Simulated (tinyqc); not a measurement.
Order of mass and momentum: stepped quantum well by finite differences.

Finite differences on points z_i at the centres of cells of width h: H_ii = (c/h^2)(1/m_(i-1/2) + 1/m_(i+1/2)) + V_i, H_(i,i+1) = -(c/h^2)/m_(i+1/2), where m_(i+1/2) is the mean of the masses at the two points (the end values are repeated outwards), psi = 0 on the points beyond both ends, c = hbar^2/2m0. The field adds e F (z - z0) with z0 the middle of the structure; 1 kV/cm = 1e-5 eV/angstrom.

Constants: hbar^2/2m0 = 3.80998211 eV angstrom^2.

Parameters, chosen for this exercise (out of a larger set: near those of an InGaAs well in InAlAs; not measured data):
- layers = ((84, 0.514, 0.0763), (42, 0, 0.0421), (63, 0.195, 0.0551), (84, 0.514, 0.0763)) (each layer: thickness in angstrom, band edge in eV, mass in m0)
- F = 0 kV/cm (field along z)
- hf = 1.3125 angstrom (cell width of the fine grid)

Fine grid. Hermitian kinetic operators m^a p m^b p m^a with 2a + b = -1: H_ii = (c/h^2) m_i^(2a) (m_(i-1/2)^b + m_(i+1/2)^b) + V_i, H_(i,i+1) = -(c/h^2) m_i^a m_(i+1)^a m_(i+1/2)^b; BenDaniel-Duke is a = 0. The halved form has H_ii = 2c/(h^2 m_i) + V_i and H_(i,i+1) = -(c/2h^2)(1/m_i + 1/m_(i+1)). The shifts are measured against BenDaniel-Duke; the last column repeats E1 with cells of hf/4.

Levels (eV):

| operator | E1 | E2 | E1 - E1(BDD) (meV) | E1 at hf/4 |
|---|---|---|---|---|
| BenDaniel-Duke | 0.1208 | 0.2918 | 0.0 | 0.1208 |
| (1/m) p^2 + p^2 (1/m), halved | 0.0920 | 0.2684 | -28.7 | -0.8788 |
| m^(-1/2) p^2 m^(-1/2) | 0.1496 | 0.3080 | 28.8 | 0.1496 |
| m^(-1/4) p m^(-1/2) p m^(-1/4) | 0.1355 | 0.2993 | 14.7 | 0.1356 |
| one mass, the smallest | 0.1360 | 0.3173 | 15.2 | 0.1361 |

What does the comparison show?

The three forms m^a p m^b p m^a span 28.8 meV in E1, 17 % of E2 - E1; they differ only at the mass steps (largest to smallest mass 1.81), where m^a psi is the continuous quantity. Dropping the mass step altogether moves E1 by +15.2 meV. Refining the grid moves the halved form by -970.8 meV, against at most 0.12 meV for the other three: at an abrupt step it has no limit as the grid is refined.

Program tinyqc; command `OMP_NUM_THREADS=1 python tinyqc.py 1280219 1280220 out.jsonl`; about 0.02 s on one thread of a shared Intel(R) Xeon(R) Processor @ 2.30GHz.
